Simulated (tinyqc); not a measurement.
# Subthreshold parameters from three currents

Question. Far below threshold and for Vds well above Vt the virtual-source current tends to I = Cinv n Vt vx0 exp((Vgs - VT0 + dl Vds + al Vt)/(n Vt)) per width, with constant n; the three currents follow this limit. Find n, dl and VT0.

Values chosen for this exercise:
- T = 273 K (temperature)
- Cinv = 3.65 uF/cm^2 (inversion capacitance)
- vx0 = 2.92e7 cm/s (velocity at the virtual source)
- al = 3.5 (threshold shift (in units of Vt) from weak to strong inversion)

Constants: q = 1.602176634e-19 C, kB = 1.380649e-23 J/K, Vt = kB T/q. Results are converted to the units shown.

I at (Vgs, Vds) = (-0.2, 0.3), (-0.08, 0.3) and (-0.2, 0.8) V (nA/um): 1.1742415  41.582371  8.8635994

Solution. The first two currents differ in Vgs alone and give n; the first and third differ in Vds alone and give dl; the size of the first then gives VT0.

n = 1.430
dl = 0.1360 V/V
VT0 = 0.3480 V

Computed by the program tinyqc: `OMP_NUM_THREADS=1 python tinyqc.py 2380071 2380072 out.jsonl`, one thread of a shared Intel Xeon 2.30GHz, about 0.01 s for the whole run.
